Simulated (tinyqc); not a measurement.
Worked calculation: Hueckel theory of the pi electrons with the omega technique, for the molecule NC1=CC=C1C=O (SMILES; centres numbered as the heavy atoms are written). One step of it, computed by the program tinyqc.

Question. Omega technique, round 1. h_r = h_r(0) + omega q_r, omega = 0.6, with q_r = z_r - P_rr.

Hueckel matrix in units of beta (H = alpha + beta A):
```
          1N        2C        3C        4C        5C        6C        7O
1N  1.500000  0.800000  0.000000  0.000000  0.000000  0.000000  0.000000
2C  0.800000  0.000000  1.000000  0.000000  1.000000  0.000000  0.000000
3C  0.000000  1.000000  0.000000  1.000000  0.000000  0.000000  0.000000
4C  0.000000  0.000000  1.000000  0.000000  1.000000  0.000000  0.000000
5C  0.000000  1.000000  0.000000  1.000000  0.000000  1.000000  0.000000
6C  0.000000  0.000000  0.000000  0.000000  1.000000  0.000000  1.000000
7O  0.000000  0.000000  0.000000  0.000000  0.000000  1.000000  1.000000
```

charge and bond-order matrix P:
```
           1N         2C         3C         4C         5C         6C         7O
1N   1.771834   0.546910  -0.088871  -0.302127  -0.058687  -0.040810   0.029560
2C   0.546910   0.561929   0.472612   0.382041   0.365006   0.040109  -0.069487
3C  -0.088871   0.472612   1.213136   0.682164  -0.198069  -0.392615   0.254140
4C  -0.302127   0.382041   0.682164   0.633026   0.397155   0.015962  -0.068988
5C  -0.058687   0.365006  -0.198069   0.397155   1.229098   0.720782  -0.307166
6C  -0.040810   0.040109  -0.392615   0.015962   0.720782   0.865861   0.552091
7O   0.029560  -0.069487   0.254140  -0.068988  -0.307166   0.552091   1.725118
```

Centres:
```
centre  z_r, pi electrons of the neutral centre         h
1N                                            2  1.500000
2C                                            1  0.000000
3C                                            1  0.000000
4C                                            1  0.000000
5C                                            1  0.000000
6C                                            1  0.000000
7O                                            1  1.000000
```

Give: matrix after round 1.

Answer.

matrix after round 1:
```
        1N      2C       3C      4C       5C      6C      7O
1N  1.6369  0.8000   0.0000  0.0000   0.0000  0.0000  0.0000
2C  0.8000  0.2628   1.0000  0.0000   1.0000  0.0000  0.0000
3C  0.0000  1.0000  -0.1279  1.0000   0.0000  0.0000  0.0000
4C  0.0000  0.0000   1.0000  0.2202   1.0000  0.0000  0.0000
5C  0.0000  1.0000   0.0000  1.0000  -0.1375  1.0000  0.0000
6C  0.0000  0.0000   0.0000  0.0000   1.0000  0.0805  1.0000
7O  0.0000  0.0000   0.0000  0.0000   0.0000  1.0000  0.5649
```
